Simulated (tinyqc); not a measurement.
Worked calculation: Pariser-Parr-Pople SCF with singles CI, for the molecule O=Cc1cc(Cl)cs1 (SMILES; centres numbered as the heavy atoms are written). One step of it, computed by the program tinyqc.

Task: Iteration 2: orbitals and new P. Diagonalise F (the basis is taken as orthonormal) and form P = 2 sum c c over the lowest orbitals; 0.5 of the old P is kept.

F (eV), order 1O, 2C, 3C, 4C, 5C, 6Cl, 7C, 8S:
$$\begin{pmatrix}
-9.712763 & -4.667438 & -0.155761 & 0.543097 & -0.013523 & -0.004339 & -0.432992 & 0.320691 \\
-4.667438 & -5.380577 & -3.674163 & -0.014499 & 0.117278 & -0.024460 & -0.011014 & 0.087058 \\
-0.155761 & -3.674163 & -6.085261 & -4.153724 & 0.199110 & -0.013034 & 0.640260 & -2.884429 \\
0.543097 & -0.014499 & -4.153724 & -5.312132 & -3.939350 & 0.212388 & 0.113450 & 0.443662 \\
-0.013523 & 0.117278 & 0.199110 & -3.939350 & -5.525719 & -2.048083 & -4.340450 & 0.397028 \\
-0.004339 & -0.024460 & -0.013034 & 0.212388 & -2.048083 & -12.753890 & 0.313412 & -0.068436 \\
-0.432992 & -0.011014 & 0.640260 & 0.113450 & -4.340450 & 0.313412 & -5.752631 & -3.235346 \\
0.320691 & 0.087058 & -2.884429 & 0.443662 & 0.397028 & -0.068436 & -3.235346 & -9.280857
\end{pmatrix}$$

pi electrons, sum of z_r less the charge = 10

P after iteration 1, order 1O, 2C, 3C, 4C, 5C, 6Cl, 7C, 8S:
$$\begin{pmatrix}
1.304623 & 0.747400 & 0.076135 & -0.365213 & 0.010816 & 0.004257 & 0.323483 & -0.175737 \\
0.747400 & 0.603174 & 0.480517 & 0.007630 & -0.080083 & 0.020798 & 0.007521 & -0.044601 \\
0.076135 & 0.480517 & 1.273613 & 0.659853 & -0.098415 & 0.008718 & -0.316459 & 0.311400 \\
-0.365213 & 0.007630 & 0.659853 & 0.951270 & 0.579569 & -0.108800 & -0.056075 & -0.213141 \\
0.010816 & -0.080083 & -0.098415 & 0.579569 & 1.195951 & 0.165019 & 0.729832 & -0.190745 \\
0.004257 & 0.020798 & 0.008718 & -0.108800 & 0.165019 & 1.965345 & -0.160567 & 0.044965 \\
0.323483 & 0.007521 & -0.316459 & -0.056075 & 0.729832 & -0.160567 & 0.956817 & 0.437756 \\
-0.175737 & -0.044601 & 0.311400 & -0.213141 & -0.190745 & 0.044965 & 0.437756 & 1.749207
\end{pmatrix}$$

Give: orbital energies; P after iteration 2.

Result:

orbital energies (eV): [-14.173, -13.415, -12.306, -9.773, -9.294, -2.690, 0.288, 1.559]

P after iteration 2, order 1O, 2C, 3C, 4C, 5C, 6Cl, 7C, 8S:
$$\begin{pmatrix}
1.387 & 0.769 & -0.006 & -0.317 & 0.034 & -0.003 & 0.271 & -0.164 \\
0.769 & 0.642 & 0.478 & 0.072 & -0.085 & 0.020 & -0.063 & -0.007 \\
-0.006 & 0.478 & 1.202 & 0.666 & -0.099 & 0.009 & -0.323 & 0.366 \\
-0.317 & 0.072 & 0.666 & 0.978 & 0.591 & -0.105 & -0.033 & -0.251 \\
0.034 & -0.085 & -0.099 & 0.591 & 1.139 & 0.165 & 0.728 & -0.210 \\
-0.003 & 0.020 & 0.009 & -0.105 & 0.165 & 1.968 & -0.148 & 0.046 \\
0.271 & -0.063 & -0.323 & -0.033 & 0.728 & -0.148 & 1.000 & 0.482 \\
-0.164 & -0.007 & 0.366 & -0.251 & -0.210 & 0.046 & 0.482 & 1.684
\end{pmatrix}$$
